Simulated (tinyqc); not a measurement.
Inside a calculation. Model: concentration-dependent dopant diffusion with charged defects and the built-in field. Computed by tinyqc, a small Python program that keeps every step. Command: `OMP_NUM_THREADS=1 python tinyqc.py 3016854 3016855 out.jsonl extrinsic walk`. One thread of a shared host (Intel(R) Xeon(R) Processor @ 2.30GHz), about 0.07 s of CPU time with the checks. Intermediate numbers are printed to about 5 digits and carried at full precision; extremes and crossings named in words are read from the listed rows.

A constant source C_s feeds a half space. The dopant moves through neutral point defects and through charged ones, whose number grows with the majority carrier density n.

Inputs (values chosen for the exercise, modelled on phosphorus in silicon): neutral prefactor D0x = 3.4 cm^2/s; neutral activation energy E0 = 3.66 eV; singly charged prefactor D01 = 4.45 cm^2/s; activation energy E1 = 4 eV; doubly charged prefactor D02 = 46.4 cm^2/s; activation energy E2 = 4.35 eV; surface concentration C_s = 2.1e+19 1/cm^3; junction level C_B = 8.5e+15 1/cm^3; temperature T = 1025 C; time t = 470 s.

Field enhancement: on.

Constants: k_B = 8.617333262e-05 eV/K.

## Intrinsic density and partial diffusivities

n_i = 3.87e16 T^1.5 exp(-7014/T) per cm^3 (T in kelvin, an empirical form); each D = prefactor x exp(-E/(k_B T)); the intrinsic diffusivity D_i is their sum. Temperatures in kelvin are T(C) + 273.15.

n_i = 8.1503e+18 1/cm^3

partial diffusivities (cm^2/s): Dx 2.1006e-14, D1 1.3160e-15, D2 6.0064e-16

intrinsic diffusivity D_i = 2.2923e-14 cm^2/s

## Diffusivity at the surface

n = C/2 + sqrt(C^2/4 + n_i^2); D(C) = h [Dx + D1 (n/n_i) + D2 (n/n_i)^2], h = 1 + C/sqrt(C^2 + 4 n_i^2).

n/n_i = 2.9192

field factor h = 1.7899

surface diffusivity D_s = 5.3637e-14 cm^2/s

enhancement D_s/D_i = 2.3399

C_s is 2.58 times n_i: diffusion is extrinsic near the surface.

## Similarity solution

With y = x/sqrt(D_s t), u = C/C_s and q = -(D/D_s) du/dy: du/dy = -q D_s/D, dq/dy = -(y/2) q D_s/D, u(0) = 1. The surface flux q(0) is shot so that u tends to 0 (LSODA, an adaptive multistep solver, relative tolerance 1e-10). Dose Q = 2 q(0) C_s sqrt(D_s t). The junction lies where C = C_B.

surface flux q(0) = 0.50408

dose Q = 1.0630e+14 1/cm^2

junction in units of sqrt(D_s t) = 3.5304

junction depth x_j = 177.26 nm

For a constant D, q(0) = 1/sqrt(pi) = 0.5642; for D proportional to C it tends to 0.444, with the front at y = 1.616.

## Where the concentration falls to given levels

For comparison, erfc profiles with a constant D: x = 2 sqrt(D t) erfc^-1(C/C_s), with D = D_i and D = D_s.

Depth (nm):
```
C/C_s       D/D_s    full  erfc with D_i  erfc with D_s
8.00e-01  0.89369   19.10          11.76          17.99
5.00e-01  0.73110   46.79          31.31          47.89
2.00e-01  0.55220   79.52          59.49          91.00
1.00e-01  0.48946   96.33          76.35         116.80
3.00e-02  0.44581  119.00         100.73         154.09
1.00e-02  0.43349  136.14         119.57         182.90
1.00e-03  0.42797  166.60         152.74         233.65
1.00e-04  0.42742  192.67         180.60         276.26
```

The depth between C/C_s = 0.1 and 1e-4 spans 96.3 nm in the full profile, against 104 nm for D_i and 159 nm for D_s; the ratio of the depths at 1e-4 and at 0.5 is 4.12, against 5.77 for any erfc. The profile is moderately steepened.

Checks made by the program: dose from the flux against the area under the profile (relative difference 1e-07).
